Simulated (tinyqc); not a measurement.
Anisotropic wet etching of Si(100): plane rates, V-grooves, membranes and undercut: one step, computed by the program tinyqc. Command: `OMP_NUM_THREADS=1 python tinyqc.py 3018934 3018935 out.jsonl wetetch walk`. One thread of a shared host (Intel(R) Xeon(R) Processor @ 2.30GHz), about 0.01 s of CPU time with the checks.

A long slot opens the mask on a (100) wafer. The floor etches at R100; (111) walls stand at theta = arctan(sqrt2) = 54.7356 degrees to the surface and recede at R111 along their normal.

Question. Rates. R100 = k0 exp(-E/(k_B T)); a ratio given at 80 C scales as exp[(extra energy/k_B)(1/T - 1/353.15 K)]; R111 and R_ox follow by division. Temperatures in kelvin are T(C) + 273.15.

Inputs (values chosen for the exercise, close to those used for potassium hydroxide solutions):
```
quantity                            value    unit
prefactor k0 of the (100) rate    5.7e+08  um/min
activation energy of (100), E         0.6      eV
ratio (100)/(111) at 80 C              85       -
extra energy of (111), dE             0.1      eV
ratio (100)/oxide at 80 C             190       -
extra energy of the oxide, dE_ox     0.29      eV
bath temperature T                     45       C
```

Constants: k_B = 8.617333262e-05 eV/K.

Give: R100; R111; R_ox; anisotropy R100/R111.

Answer.

R100 = 0.1784 um/min

R111 = 0.001462 um/min

R_ox = 3.291e-04 um/min

anisotropy R100/R111 = 122.0
